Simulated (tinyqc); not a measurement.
Thermophotovoltaic cell, detailed-balance limit: two steps of the calculation.

Every photon above the gap Eg makes one pair and none below is absorbed; carriers thermalise at T and move without loss. Jsc = q F Phi(Eg, Ts); the dark current is J0 = q ge Phi(Eg, T)/ERE with the Boltzmann factor exp(V/Vt). Photons below the gap return to the emitter with reflectance Rf, and the efficiency is the electrical power over the radiant power not returned (luminescence back to the emitter is not credited).

Inputs (values chosen for the exercise):
```
symbol,value,unit,meaning
Ts,1200,K,emitter temperature
Eg,0.98,eV,band gap
```

Constants: q = 1.602176634e-19 C, kB = 1.380649e-23 J/K, h = 6.62607015e-34 J s, c = 299792458 m/s. Results are converted to the units shown.

Question 1. Photon flux of the source, term by term. Photon flux above E from a black body at temperature T into a hemisphere: Phi(E, T) = A sum_k exp(-k E/th)[E^2 th/k + 2 E th^2/k^2 + 2 th^3/k^3], k = 1, 2, ..., with th = kB T/q in eV and A = 2 pi q^3/(h^3 c^2). The first six terms at E = Eg, T = Ts are listed; the flux takes all.

Find: th; A; terms k = 1..6; Phi(Eg, Ts).

Answer 1.

th = 0.1034 eV
A = 9.883e22 cm^-2 s^-1 eV^-3
terms k = 1..6 (eV^3): [9.381e-6, 3.237e-10, 1.596e-14, 9.007e-19, 5.461e-23, 3.461e-27]
Phi(Eg, Ts) = 9.272e17 cm^-2 s^-1

Question 2. Maximum power point by Newton steps. With v = V/Vt the power is largest where f = (1 + v) exp(v) - 1 - Jsc/J0 vanishes; f' = (2 + v) exp(v), v(new) = v - f/f'.

v after iteration 1 = 17.955971
Jsc = 117.35780 mA/cm^2
J0 = 7.5486945e-7 mA/cm^2

Wanted: f; f'; v after iteration 2.

Answer 2.

f = 1.0356e9
f' = 1.2539e9
v after iteration 2 = 17.130

Program tinyqc, `OMP_NUM_THREADS=1 python tinyqc.py 2820006 2820007 out.jsonl`; Intel Xeon 2.30GHz, shared host, one thread, about 0.01 s.
